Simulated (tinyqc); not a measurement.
What moves the results: inter-valley coupling by envelope functions against a chain of atomic planes. A value that a table varies takes the place of the one given here.

Chain: E(phi) = e0 + 2 v cos(phi) + 2 u cos(2 phi), cos(phi0) = -v/(4u), e0 = 2u + v^2/(4u); plane j = 0, 1, ... has the potential V_j = dE x_j + F (j - 30) a/4 (1 MV/m = 1e-4 V/angstrom). There are 30 barrier planes a side; with y = j - 29.5, x_j = xb (f(y) + f(Nw - y)), f(y) = 1/(1 + exp(y/L)), plus any Ge added in the well. The valley splitting is the spacing of the two lowest levels. Envelope theory: F_j solves a one-valley chain with hopping -b and diagonal 2b + V_j, b = 4u sin^2(phi0), sum F_j^2 = 1; the valleys couple by Dv = sum_j F_j^2 V_j exp(-2 i phi0 j) and split by 2|Dv|.

Inputs chosen for the exercise (near those of the Delta valleys of silicon in a SiGe well; the results hold for these values, not for the real material): a = 5.431 angstrom (lattice constant; planes lie a/4 apart); u = 0.581 eV (second-neighbour hopping); v = 0.711 eV (nearest hopping); Nw = 59 (planes in the well); L = 1.25 planes (interface width); xb = 0.31 (Ge fraction of the barriers); dE = 0.64 eV (offset per unit Ge fraction); F = 8 MV/m (field); xs = 0.08 (Ge fraction added on that plane); xw = 0.013 (mean Ge fraction of the wiggle); x0 = 5739 (start of the number sequence); na = 4000 (atoms a plane under the dot); js = 59 (plane j of a Ge spike (the well starts at j = 30)).

## Position of the spike

The spike is moved through the well; position counted from the first well plane, j - 30.

Against position:
```
j - 30  F_j^2, smooth  mean of the doublet (meV)  splitting, chain (micro-eV)  envelope  first order
3             0.01494                      29.27                         1269      1244         1529
7             0.03229                      29.99                         2707      2662         3306
12            0.04559                      30.65                         4034      3994         4668
18            0.04160                      30.52                         3782      3757         4260
24            0.02640                      29.77                         2265      2249         2704
30            0.01276                      29.15                         1038      1026         1306
38            0.00342                      28.77                          274       270          350
47            0.00050                      28.65                           42        42           51
56            0.00003                      28.63                            2         2            3
```

The splitting is largest at plane 12 among these rows (4034 micro-eV), and the smooth envelope peaks at plane 14, counting all planes; without a spike it is 0.99. Where the splitting exceeds 20 micro-eV the envelope theory lies within 2.0 % of the chain and first order within 28 %.

## A periodic Ge profile (wiggle well)

periods (planes): pi/phi0 1.66953, pi/(pi - phi0) 2.49358

Added fraction xw (1 - cos(2 pi (j - 30)/p)) on the well planes; p = f times the resonant period pi/(pi - phi0). At resonance the estimate is dE xw.

Against period:
```
f     p (planes)  mean of the doublet (meV)  splitting, chain (micro-eV)  envelope
0.90      2.2442                      36.73                          742       803
0.95      2.3689                      36.54                         4219      4409
0.98      2.4437                      36.74                         7334      7440
0.99      2.4686                      36.83                         7976      7989
1.00      2.4936                      36.86                         8226      8166
1.01      2.5185                      36.84                         8053      7966
1.02      2.5435                      36.76                         7521      7440
1.05      2.6183                      36.55                         4936      4841
1.10      2.7429                      36.64                         1617      1502
1.50      3.7404                      36.85                           31        29
3.00      7.4807                      36.87                            5         5
```

The splitting peaks at f = 1 with 8.23 meV, against the estimate dE xw = 8.32 meV, and is 0.89 and 0.91 of the value at f = 1 two per cent off to either side: the width of the resonance is set by the number of periods under the envelope. At f = 3 it is 5 micro-eV. The chain has one orbital a plane and knows only this resonance; longer periods that work through other bands are outside it.

## Random alloy fluctuations

A uniform fraction x is added on all planes. Each plane j then fluctuates by q sqrt(x_j (1 - x_j)/na) in Ge fraction, q = sqrt12 (z/2147483647 - 1/2) with z(new) = 16807 z mod 2147483647 from x0, restarted for each row; 24 samples. Theory: Dv is a complex Gaussian with sigma^2 = dE^2 sum F_j^4 x_j (1 - x_j)/na, and the mean splitting is sqrt(pi) sigma if the smooth part is negligible.

Splitting (micro-eV):
```
x     sigma  sqrt(pi) sigma  mean of 24  least  largest
0.00   51.1            90.6        92.4   16.2    175.6
0.01  189.9           336.6       321.0   44.5    717.7
0.02  262.4           465.0       439.7   28.4    982.3
0.05  403.9           715.8       674.7   72.5   1498.3
0.10  553.8           981.6       924.7  131.6   2045.1
```

Without added Ge the disorder sits in the barriers, where the state is small: mean 92.4 micro-eV, against 0.99 for the smooth well. With 5 % Ge in the well the mean is 675, theory 716, with a statistical error of about 11 % for 24 samples; the miss is -6 %, and since every row reuses one sequence the rows with added Ge miss alike. The spread grows with the mean: at 5 % the samples run from 73 to 1498, so small splittings remain possible. sigma falls as 1/sqrt(na) for larger dots. A chain with one orbital a plane has no Bloch-function factor, which scales all these couplings down in fuller models.

## What each parameter does

Chain with the spike on plane js. Each row changes one parameter from the base and keeps the others.

Results:
```
case             level (meV)  splitting (micro-eV)
base                  29.232                1198.2
Nw = 65               29.225                1200.4
L = 1.75 planes       30.239                1338.0
xb = 0.36             29.629                1257.1
dE = 0.704 eV         29.536                1333.1
F = 10 MV/m           33.342                 905.0
js = 62               29.016                 767.0
xs = 0.104            29.368                1469.3
```

The largest shifts from the base row, up to three for each result and ties (the steps differ in size, so this ranks the rows, not the parameters). level (meV): F +4.110, L +1.006, xb +0.397. splitting (micro-eV): js -431.2, F -293.2, xs +271.0.

tinyqc: `OMP_NUM_THREADS=1 python tinyqc.py 1480308 1480309 out.jsonl`; about 0.08 s, one thread, shared Intel(R) Xeon(R) Processor @ 2.30GHz.
